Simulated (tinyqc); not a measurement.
Deformation-potential model of the X valleys of a conduction band: one step. Strain from a uniaxial [110] stress. Two cases, with inputs chosen for the exercise.

Question. Form the compliances and the strain.

s11 = (C11 + C12)/((C11 - C12)(C11 + 2 C12)), s12 = -C12/((C11 - C12)(C11 + 2 C12)), s44 = 1/C44; exx = s11 sxx + s12 (syy + szz) and cyclic, exy = s44 sxy/2; tension is positive. A uniaxial stress X along the unit vector n is s_ij = X n_i n_j.

Case 1.

Values chosen (near those of GaP; not measured data): C11 = 142.8 GPa; C12 = 61 GPa; C44 = 70.2 GPa; load = uniaxial [110] (kind of stress); X = 0.55 GPa (stress).

Case 2.

Values chosen (near those of AlAs; not measured data): C11 = 131.4 GPa; C12 = 50.4 GPa; C44 = 56.8 GPa; load = uniaxial [110] (kind of stress); X = 1.24 GPa (stress).

Give: s11, s12, s44; strain tensor.

Answer.

Case 1.

s11, s12, s44 (1/TPa): 9.4088  -2.8162  14.2450

strain tensor:
```
          x         y          z
x  0.001813  0.001959   0.000000
y  0.001959  0.001813   0.000000
z  0.000000  0.000000  -0.001549
```

Case 2.

s11, s12, s44 (1/TPa): 9.6660  -2.6797  17.6056

strain tensor:
```
          x         y          z
x  0.004332  0.005458   0.000000
y  0.005458  0.004332   0.000000
z  0.000000  0.000000  -0.003323
```

Computed by tinyqc, one run a case: `OMP_NUM_THREADS=1 python tinyqc.py N N+1 out.jsonl` with N = 1080587, 1080779; one thread of a shared Intel(R) Xeon(R) Processor @ 2.30GHz, about 0.04 s a run at most.
